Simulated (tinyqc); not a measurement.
p-n heterojunction, non-linear Poisson equation by Newton steps, Fermi-Dirac statistics: one step of the calculation.

One dimension, material 1 (p-type) at x < 0 and material 2 (n-type) at x > 0. Band edges: Ec = -psi in material 1 and -psi + dEc in material 2, Ev = Ec - Eg. Flat quasi-Fermi levels: 0 for holes, +V for electrons. n = Nc F((EFn - Ec)/Vt), p = Nv F((Ev - EFp)/Vt), with F(eta) = F_1/2(eta) = (2/sqrt(pi)) int_0^infinity sqrt(u) du/(1 + exp(u - eta)) (Fermi-Dirac statistics); full ionisation, no interface charge, classical densities; the doping types are chosen for the exercise.

Task. Offsets and end potentials. dEv = Ev1 - Ev2 = Eg2 - Eg1 - dEc. Neutrality of the majority carriers far from the junction: Nv1 F((-psi_L - Eg1)/Vt) = N1 and Nc2 F((V + psi_R - dEc)/Vt) = N2. Total bending psi_R - psi_L.

Values chosen for this exercise; band and dielectric values close to those of SiGe and Si:

| symbol | value | unit | meaning |
|---|---|---|---|
| T | 350 | K | temperature |
| Eg1 | 0.909 | eV | band gap of material 1 |
| Nv1 | 1.24e19 | cm^-3 | valence-band density of states of material 1 |
| Eg2 | 1.14 | eV | band gap of material 2 |
| Nc2 | 3.47e19 | cm^-3 | conduction-band density of states of material 2 |
| dEc | 0.04 | eV | conduction-band offset Ec2 - Ec1 |
| N1 | 3.7e17 | cm^-3 | acceptor density of material 1 |
| N2 | 2.2e18 | cm^-3 | donor density of material 2 |
| V | 0 | V | bias of side 1 against side 2 |

Constants: q = 1.602176634e-19 C, kB = 1.380649e-23 J/K, Vt = kB T/q. Results are converted to the units shown.

Give: dEv; psi_L; psi_R; psi_R - psi_L.

Result.

dEv = 0.19100 eV
psi_L = -0.80340 V
psi_R = -0.042516 V
psi_R - psi_L = 0.76088 V

The alignment is straddling (type I): dEc and dEv have the same sign.

Numbers from tinyqc (`OMP_NUM_THREADS=1 python tinyqc.py 2040171 2040172 out.jsonl`; about 0.2 s on one thread of a shared Intel Xeon 2.30GHz).
